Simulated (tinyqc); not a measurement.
Susceptibility above T_c: two-sublattice mean-field magnet: ferrimagnet, compensation points and susceptibility. Computed by tinyqc, a small Python program. Command: `OMP_NUM_THREADS=1 python tinyqc.py 3006988 3006989 out.jsonl ferri walk`. One thread of a shared host (Intel(R) Xeon(R) Processor @ 2.30GHz), about 0.01 s of CPU time with the checks.

A random alloy A(1-x)B(x) with H = -sum over pairs J S_i.S_j. a = <S_A> and b = <S_B> are taken along z, a > 0. Exchange fields: h_A = (1 - x) zJ_AA a + x zJ_AB b, h_B = (1 - x) zJ_AB a + x zJ_BB b; a = S_A B_(S_A)(S_A h_A/(k_B T)) and likewise for b, with the Brillouin function B_S(y) = [(2S + 1)/(2S)] coth[(2S + 1) y/(2S)] - [1/(2S)] coth[y/(2S)].

Inputs (values chosen for the exercise, for a model ferrimagnet):
```
quantity               value  unit
spin S_A                 1.5     -
spin S_B                 1.5     -
g factor g_A             2.2     -
g factor g_B               2     -
fraction x of B sites   0.34     -
z J_AA                  77.4   meV
z J_BB                   4.6   meV
z J_AB                   -14   meV
T over T_c              0.78     -
```

Constants: k_B = 8.617333262e-05 eV/K.

Method. Linearised, T (a, b) = M (a, b) with M_ij = S_i (S_i + 1) c_j zJ_ij/(3 k_B), c_A = 1 - x, c_B = x. T_c is the larger eigenvalue, and its eigenvector gives b/a at onset, (T_c - M_AA)/M_AB. With a field B, T (a, b) = M (a, b) + (mu_B B/(3 k_B)) (g_A S_A (S_A + 1), g_B S_B (S_B + 1)). chi = m/B per site; C = mu_B [(1 - x) g_A^2 S_A (S_A + 1) + x g_B^2 S_B (S_B + 1)]/(3 k_B); the table gives C/chi, which tends to T - theta.

T_c = 753.667 K

M (K):
```
          A        B
A   741.007  -69.047
B  -134.032   22.687
```

Inverse susceptibility:
```
T (K)   C/chi (K)  T - C/chi (K)
768.7        25.8         742.95
829.0       122.5         706.51
942.1       284.7         657.38
1130.5      524.3         606.16
1507.3      954.6         552.70
2261.0     1752.8         508.22
3768.3     3290.7         477.68
7536.7     7079.5         457.18
```

What does the comparison show, and why?

T - C/chi sinks from 743 K just above T_c to 457 K at 10 T_c, on its way to the asymptotic theta. The curve of 1/chi is a hyperbola that bends down to zero at T_c = 754 K, so a Curie-Weiss line fitted at high T misses T_c.
